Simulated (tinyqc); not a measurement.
## Inductance and parasitic capacitance from two readings

Inverse problem. A loss-free coil L in parallel with C shows the apparent inductance L/(1 - w^2 L C), w = 2 pi f. Find L, C and the self-resonance 1/(2 pi sqrt(L C)).

apparent inductance at 5 and 8.8 GHz (nH): [7.1996442, 13.383646]

Answer. The inverse of the reading is 1/L - w^2 C, a straight line in w^2.

L = 5.90 nH
C = 31.0 fF
self-resonance = 11.8 GHz

tinyqc, about 0.01 s, one thread, Intel Xeon 2.30GHz (shared host): `OMP_NUM_THREADS=1 python tinyqc.py 2302055 2302056 out.jsonl`
